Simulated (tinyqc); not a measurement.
Inside a calculation: metal-induced gap states at the contact of a metal chain and a two-band chain. Values are carried at full precision from step to step, so a last printed digit may differ when a step is redone from the rounded ones.

The semiconductor alternates sites A at -Eg/2 and C at +Eg/2 with hopping -t; the gap runs from -Eg/2 to Eg/2. In the gap cosh(q a) = 1 + (Eg^2/4 - E^2)/(2 t^2) and the amplitude changes by -exp(-q a) a period. The metal has site energy 0 and hopping -tm; its end site has g_m = (E - i sqrt(4 tm^2 - E^2))/(2 tm^2). Sites 1, 2, ... count into the semiconductor, with energies e1, e2 alternating. The clean half chain has g1 = 1/(E - e1 - t^2 g2), g2 = 1/(E - e2 - t^2 g1), decaying root. With the contact G11 = 1/(1/g1 - tc^2 g_m), and the density on site j is -Im G_jj/pi = |psi_j/psi_1|^2 (-Im G11/pi), per spin, with psi_2/psi_1 = -t g2, psi_3/psi_2 = -t g1.

Constants: e^2/(4 pi eps0) = 14.39964547 eV angstrom.

Parameters, chosen for this exercise (gap and optical dielectric constant near those of SiO2; the chain itself is a model; shifted at random, so the results belong to these values and not to a real crystal): Eg = 9.18 eV (gap); t = 2.47 eV (hopping in the semiconductor); a = 3.1 angstrom (period (two sites); one chain for each area a^2); E = -0.4 eV (energy from mid-gap); tm = 3.67 eV (hopping in the metal); tc = 1.11 eV (hopping across the contact); end = A (site that touches the metal); eps = 2.2 (dielectric constant).

## Decay in the gap

Form cosh(q a), l = exp(-q a), q and the decay length 1/(2q) of the density.

cosh(q a) = 2.71353
l = 0.19098
q = 0.53406 1/angstrom
xi, the decay length of the density = 0.936 angstrom

## Green functions

The decaying root is g1 = (1 - l)/(E - e1), g2 = (1 - l)/(E - e2), l = exp(-q a). Form them, g_m and G11.

g1, g2 (1/eV): 0.19308  -0.16213

g_m = -0.01485-0.27207i 1/eV
G11 = 0.19161-0.01236i 1/eV

## Density site by site

D1 = -Im G11/pi, D2 = (t g2)^2 D1, and each further period multiplies by l^2. The sum over all sites is (D1 + D2)/(1 - l^2). The Green functions stand in the order g1, g2.

density on sites 1 to 8 (1/eV): 0.00393  0.00063  0.00014  0.00002  0.00001  0.00000  0.00000  0.00000

Ds, the density per spin summed over the semiconductor = 0.00474 1/eV

The first period holds 96 % of the gap states at this energy.

## Pinning factor

Gap states per area N = 2 Ds/a^2 (two spins). Charge in them sits a distance xi from the metal, so S = 1/(1 + 4 pi e^2 N xi/eps), e^2 meaning e^2/(4 pi eps0); S is the change of the barrier per change of the metal work function.

N = 9.859e+12 1/(eV cm^2)
4 pi e^2 N xi/eps = 0.0759
S = 0.9294

Weak pinning, nearer the Schottky limit S = 1.

## Checks

- g1 from the closed form against decimation: both 0.193083.

Computed by tinyqc, a small Python program: `OMP_NUM_THREADS=1 python tinyqc.py 1450590 1450591 out.jsonl` (the numbers bound the seed that draws the inputs); one thread of a shared host (Intel(R) Xeon(R) Processor @ 2.30GHz), about 0.01 s for the whole set of steps.
